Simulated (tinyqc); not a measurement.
Plane-wave Kohn-Sham cycle with exchange-only LDA in a layered model solid, step by step. One step of it, computed by the program tinyqc.

Problem. Iteration 1: levels at that k. Diagonalise the Hermitian matrix.

H (hartree):
```
           -2         -1         +0         +1         +2
-2   1.863515  -0.155000  -0.030000   0.000000   0.000000
-1  -0.155000   0.106732  -0.155000  -0.030000   0.000000
+0  -0.030000  -0.155000  -0.244624  -0.155000  -0.030000
+1   0.000000  -0.030000  -0.155000   0.809446  -0.155000
+2   0.000000   0.000000  -0.030000  -0.155000   3.268941
```

Give: eigenvalues.

Solution.

eigenvalues (hartree): -0.3283  0.1536  0.8227  1.8772  3.2788
